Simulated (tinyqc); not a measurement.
From results back to parameters: image-charge renormalisation of a gap near a dielectric or metal. Two cases, with inputs chosen for the exercise.

Problem. A small molecule or defect in vacuum at height z above the image plane of a substrate has both its electron and hole levels stabilised by (e^2/4 pi eps0)(es - 1)/((es + 1) 4 z), so its gap shrinks by twice that. The reduced gap is given.

Constants: e^2/(4 pi eps0) = 14.39964547 eV angstrom.

Case 1.

Values chosen: E0 = 8.35 eV (quasiparticle gap far from the surface); es = 11.7 (dielectric constant of the substrate (1e4: a metal)).

gap near the surface = 7.33900 eV

Case 2.

Values chosen: E0 = 6.17 eV (quasiparticle gap far from the surface); es = 3.9 (dielectric constant of the substrate (1e4: a metal)).

gap near the surface = 4.91673 eV

Find: reduction; (es - 1)/(es + 1); z.

Solution. z = (e^2/4 pi eps0)(es - 1)/((es + 1) 2 x reduction). Local and hybrid functionals miss this shift, since it is a non-local correlation effect.

Case 1.

reduction = 1.0110 eV
(es - 1)/(es + 1) = 0.8425
z = 6.00 angstrom

Case 2.

reduction = 1.2533 eV
(es - 1)/(es + 1) = 0.5918
z = 3.40 angstrom

Computed by tinyqc, one run a case: `OMP_NUM_THREADS=1 python tinyqc.py N N+1 out.jsonl` with N = 1880271, 1880273; one thread of a shared Intel(R) Xeon(R) Processor @ 2.30GHz, about 0.01 s a run at most.
